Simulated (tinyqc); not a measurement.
# Changing the base width W

Model: minority-electron transport through the base of a bipolar transistor (Moll-Ross and Kroemer integrals). Computed by tinyqc, a small Python program. Command: `OMP_NUM_THREADS=1 python tinyqc.py 3024638 3024639 out.jsonl base sweep`. One thread of a shared host (Intel(R) Xeon(R) Processor @ 2.30GHz), about 0.01 s of CPU time with the checks.

Low injection, one dimension, x from the emitter edge (0) to the collector edge (W), s = x/W. Recombination is treated as a small correction (valid for tau_B well below tau_n), computed from the stored charge.

Inputs (values chosen for the exercise, modelled on silicon):

| quantity | value | unit |
|---|---|---|
| intrinsic density n_i at the emitter edge | 1e+10 | 1/cm^3 |
| base doping at the emitter edge N_0 | 8.3e+18 | 1/cm^3 |
| mu_min | 170 | cm^2/(V s) |
| mu_max | 1360 | cm^2/(V s) |
| N_ref | 9.1e+16 | 1/cm^3 |
| saturation velocity v_s | 0.83 | 1e7 cm/s |
| electron lifetime tau_n | 11 | ns |
| emitter Gummel number G_E | 2.3e+14 | s/cm^4 |
| base-emitter voltage V_BE | 0.78 | V |
| temperature T | 300 | K |
| doping ratio N_0/N(W) | 26 | - |
| gap narrowing across the base dE_g | 150 | meV |

Base doping profile: exponential. Gap grading: linear. Exit of the base: saturation velocity.

Constants: k_B = 8.617333262e-05 eV/K; e = 1.602176634e-19 C.

Method:
- N(x) = N_0 (ratio)^(-s); n_i(x)^2 = n_i^2 exp(s dE_g/k_B T); D(x) = (k_B T/e) mu, mu = mu_min + (mu_max - mu_min)/(1 + (N/N_ref)^0.7).
- With y(x) = N n_i^2/(D n_i(x)^2): base Gummel number G_B = int_0^W y dx + N(W) n_i^2/(v_s n_i(W)^2); J_C = e n_i^2 exp(e V_BE/k_B T)/G_B; n(x) = (J_C/e)(n_i(x)^2/(N n_i^2)) [int_x^W y dx + the same exit term]; transit time tau_B = (e/J_C) int n dx; trapezoid rule on 401 even points.
- Emitter-limited gain beta_E = G_E/G_B; recombination-limited gain beta_R = tau_n/tau_B; 1/beta = 1/beta_E + 1/beta_R; f_T from the base alone = 1/(2 pi tau_B).

One run for each value:

| base width W (nm) | base transit time tau_B (ps) | current gain beta | f_T from the base alone (GHz) | mean velocity W/tau_B (1e7 cm/s) | share of the exit term in G_B (%) |
|---|---|---|---|---|---|
| 10 | 2.509e-02 | 1501 | 6.342e+03 | 3.985 | 0.07608 |
| 18 | 6.216e-02 | 833 | 2.561e+03 | 2.896 | 0.04228 |
| 32 | 1.634e-01 | 468 | 9.743e+02 | 1.959 | 0.02379 |
| 56 | 4.444e-01 | 266 | 3.581e+02 | 1.260 | 0.01359 |
| 100 | 1.313e+00 | 148 | 1.212e+02 | 0.762 | 0.00761 |
| 180 | 4.062e+00 | 81 | 3.918e+01 | 0.443 | 0.00423 |
| 320 | 1.251e+01 | 45 | 1.273e+01 | 0.256 | 0.00238 |
| 560 | 3.774e+01 | 25 | 4.217e+00 | 0.148 | 0.00136 |
| 1000 | 1.193e+02 | 13 | 1.334e+00 | 0.084 | 0.00076 |

What does the table show, and why?

Over the rows, base transit time tau_B (ps) rises from 0.0251 to 119 (exponent d ln y / d ln x 1.5 between the first rows and 2.0 between the last); current gain beta falls from 1500 to 13.0 (exponent d ln y / d ln x -1.0 between the first rows and -1.1 between the last); f_T from the base alone (GHz) falls from 6340 to 1.33 (exponent d ln y / d ln x -1.5 between the first rows and -2.0 between the last). At the high end the exponent of base transit time tau_B is 1.98, close to 2: diffusion, or drift in a field proportional to 1/W. At the low end the exponent of current gain beta is -1.00, close to -1: emitter-limited gain, or recombination with a transit time limited by the exit velocity.

Caution (rows 10.0, 18.0, 32.0, 56.0): the mean velocity exceeds v_s, so drift-diffusion with a low-field mobility overstates the speed. Caution (rows 10.0, 18.0): the base is only a few mean free paths wide, so transport is partly ballistic.
